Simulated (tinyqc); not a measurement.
AlGaN/GaN HEMT with access regions, lumped model: effect of the gate voltage.

A polarisation-induced electron sheet under a Schottky gate, in series with two ungated access regions and contacts. Drift law v = mu E/(1 + mu E/vs) under the gate. Currents in mA/mm, resistances in ohm mm. No self-heating, no channel-length modulation; fits for polarisation, barrier and offset are chosen for the exercise.

sigma = (5e13 x + 1.6e13 x^2) cm^-2, phiB = 0.84 + 1.3 x, dEc = 0.7 (1.71 x + x^2) in volts, Cb = eps0 eps_r/d, VT = phiB - dEc - q sigma/Cb, access density n0 = -Cb VT/q. Access resistance R(L, n) = L/(q mu n sqrt(1 - (I/(q n vs))^2)); Rs = Rc + R(Ls, n0), Rd = Rc + R(Ld, (1 - ft) n0). Vg' = Vg - I Rs, Vd' = Vd - I (Rs + Rd); with u = Vg' - VT, Vc = vs Lg/mu and w the smaller of Vd' and Vc [sqrt(1 + 2 u/Vc) - 1] (0 if negative), the channel gives (mu Cb/Lg)(u w - w^2/2)/(1 + w/Vc). I equals that channel current. Isat is I at Vd = 10 V, gm = dIsat/dVg, Ron the limit of Vd/I at small Vd.

Inputs (values chosen for the exercise); values close to those of AlGaN/GaN structures: aluminium share of the barrier x = 0.33; barrier thickness d = 25 nm; relative permittivity of barrier and channel eps_r = 9.5; channel mobility mu = 1700 cm^2/(V s); saturation velocity vs = 1.1e7 cm/s; gate length Lg = 0.15 um; source access length Ls = 1.5 um; drain access length Ld = 4 um; resistance of each contact Rc = 0.55 ohm mm; share of the drain-access electrons removed by traps ft = 0.12.

Constants: q = 1.602176634e-19 C, eps0 = 8.8541878128e-14 F/cm where lengths are in cm. Results are converted to the units shown.

The same in every row: VT (V) = -7.889; n0 (cm^-2) = 1.657e13.

Results:

| Vg (V) | Ron (ohm mm) | Isat (mA/mm) | gm (mS/mm) |
|---|---|---|---|
| -7.5 | 3.114 | 59.33 | 197.2 |
| -6.2 | 2.595 | 351.2 | 237.9 |
| -4.9 | 2.527 | 667.2 | 246.6 |
| -2.4 | 2.488 | 1288 | 248.1 |
| -1.1 | 2.478 | 1608 | 243.4 |
| 0.2 | 2.472 | 1919 | 233.1 |
| 1.5 | 2.468 | 2210 | 213.3 |

Estimate the missing row, Vg = -3.6 V.

Computed row:

| Vg (V) | Ron (ohm mm) | Isat (mA/mm) | gm (mS/mm) |
|---|---|---|---|
| -3.6 | 2.501 | 989.8 | 249.1 |

With this row back in the table: As Vg goes from -7.5 to 1.5 V, Ron falls from 3.11 to 2.47 ohm mm, Isat rises from 59.3 to 2210 mA/mm and gm goes from 197 through a maximum of 249 (at Vg = -3.6 V among the rows listed) to 213 mS/mm. The ceiling Cb vs is 370 mS/mm. For Vg = -4.9 to 1.5 V the power passes 5 W/mm, where self-heating, left out here, lowers the current. At Vg = 1.5 V Vg comes within 0.2 V of phiB or passes it, so at low drain current, as for Ron, the Schottky gate would conduct.

Numbers from tinyqc (`OMP_NUM_THREADS=1 python tinyqc.py 2570128 2570129 out.jsonl`; about 0.02 s on one thread of a shared Intel Xeon 2.30GHz).
